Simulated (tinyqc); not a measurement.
Inside a calculation: recursion (Haydock) method for the local density of states: bulk site of a cubic lattice. Values are carried at full precision from step to step, so a last printed digit may differ when a step is redone from the rounded ones.

One orbital a site at energy 0, hopping -t to the 6 nearest neighbours of a cubic lattice; the start u0 is a site in the bulk, with energy V. Recursion: a_n = <u_n|H|u_n>, b_(n+1) u_(n+1) = (H - a_n) u_n - b_n u_(n-1), b > 0. G(z) = 1/(z - a0 - b1^2/(z - a1 - b2^2/(...))), z = E + i eta. After n levels the tail is b_n^2 T with the square-root terminator T = (z - sqrt(z - 2b) sqrt(z + 2b))/(2 b^2), b = 3t so that the band edges lie at -/+ 6t.

Parameters, chosen for this exercise: t = 1.39 eV (hopping); V = 0 eV (shift of the starting site); n = 5 (levels kept); E = 5.57 eV (energy); eta = 0.069 eV (broadening).

## The coefficients

Carry the recursion for n levels; the lattice is large enough that no wall is met.

Coefficients:

| n | a_n (eV) | b_(n+1) (eV) | b_(n+1)^2/t^2 |
|---|---|---|---|
| 0 | 0.0000 | 3.40479 | 6.0000 |
| 1 | 0.0000 | 4.17000 | 9.0000 |
| 2 | 0.0000 | 4.27172 | 9.4444 |
| 3 | 0.0000 | 4.06573 | 8.5556 |
| 4 | 0.0000 | 4.23825 | 9.2970 |

b1^2/t^2 = 6 counts the neighbours of the start. All a_n vanish because the lattice is bipartite and V = 0. The b_n tend to a quarter of the band width, 4.170 eV.

## Moments from the coefficients

For a1 = a2 = 0: mu1 = a0, mu2 = a0^2 + b1^2, mu3 = a0^3 + 2 a0 b1^2, mu4 = a0^4 + 3 a0^2 b1^2 + b1^4 + b1^2 b2^2.

mu1 to mu4 (eV^n): 0.000  11.593  0.000  335.971

mu4/t^4 = 90 is the number of closed walks of four steps.

## The continued fraction at one energy

Start from the terminator and work up: G_i = 1/(z - a_i - S_i), S_i = b_(i+1)^2 G_(i+1), with T in place of G_n. The density is -Im G_0/pi.

Levels of the fraction:

| i | S_i (eV) | G_i (1/eV) |
|---|---|---|
| 4 | 2.8449-3.1708i | 0.1520-0.1808i |
| 3 | 2.5134-2.9882i | 0.1636-0.1636i |
| 2 | 2.9844-2.9849i | 0.1615-0.1907i |
| 1 | 2.8079-3.3166i | 0.1447-0.1773i |
| 0 | 1.6772-2.0558i | 0.1979-0.1080i |

local density of states = 0.0344 1/eV

A direct sum over the zone gives 0.0349 1/eV at the same z; 5 levels miss it by -1.4 %.

## Checks

- G from 7 levels against a direct sum over the zone at E = 13.3440 eV, above the band (1/eV): both 0.080857.

Program tinyqc; command `OMP_NUM_THREADS=1 python tinyqc.py 1480236 1480237 out.jsonl`; about 0.1 s on one thread of a shared Intel(R) Xeon(R) Processor @ 2.30GHz.
